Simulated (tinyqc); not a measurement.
The flat edge band: zigzag graphene nanoribbon in tight binding.

A zigzag ribbon of N chains, sites A1, B1, A2, ..., BN across it. For each k it is a chain with bonds -2t cos(k/2) (A_n to B_n) and -t (B_n to A_(n+1)), and +D, -D on A and B. A1 and BN are the edge sites; the Dirac points project to k = 2 pi/3.

Values chosen for the exercise (out of a larger set: near those used for graphene; not measured data):

| symbol | value | unit | meaning |
|---|---|---|---|
| t | 2.97 | eV | hopping |
| D | 0.07 | eV | sublattice potential, +D on A and -D on B |
| Nw | 11 |  | chains, N of this table |

A ribbon of N = Nw chains: lowest positive level, next level, and weight on the two edge sites per state of the middle pair, along k.

Along k:

| k/pi | 2 cos(k/2) | lowest level (eV) | next (eV) | edge weight |
|---|---|---|---|---|
| 0.50 | 1.4142 | 1.46139 | 2.0397 | 0.060 |
| 0.60 | 1.1756 | 0.82163 | 1.5004 | 0.099 |
| 0.65 | 1.0450 | 0.50787 | 1.2711 | 0.147 |
| 0.70 | 0.9080 | 0.24342 | 1.1295 | 0.248 |
| 0.75 | 0.7654 | 0.09599 | 1.1528 | 0.422 |
| 0.80 | 0.6180 | 0.07061 | 1.3662 | 0.618 |
| 0.85 | 0.4669 | 0.07000 | 1.7030 | 0.782 |
| 0.90 | 0.3129 | 0.07000 | 2.1005 | 0.902 |
| 0.95 | 0.1569 | 0.07000 | 2.5280 | 0.975 |
| 1.00 | 0.0000 | 0.07000 | 2.9708 | 1.000 |

Beyond k = 2 pi/3 the lowest level sinks towards D = 0.07 eV: it is within 1 meV of that from k/pi = 0.80 on. The edge weight grows from 0.25 at 0.70 to 1 at pi, where the chain breaks into dimers and the next level is sqrt(t^2 + D^2) = 2.9708 eV. So flat a band is sensitive to interactions, which this model leaves out; they matter once they exceed the splitting of the middle pair (2D, or for D = 0 only the small overlap of the two edges).

Computed by tinyqc, a small Python program: `OMP_NUM_THREADS=1 python tinyqc.py 1480472 1480473 out.jsonl` (the numbers bound the seed that draws the inputs); one thread of a shared host (Intel(R) Xeon(R) Processor @ 2.30GHz), about 0.01 s for the whole set of steps.
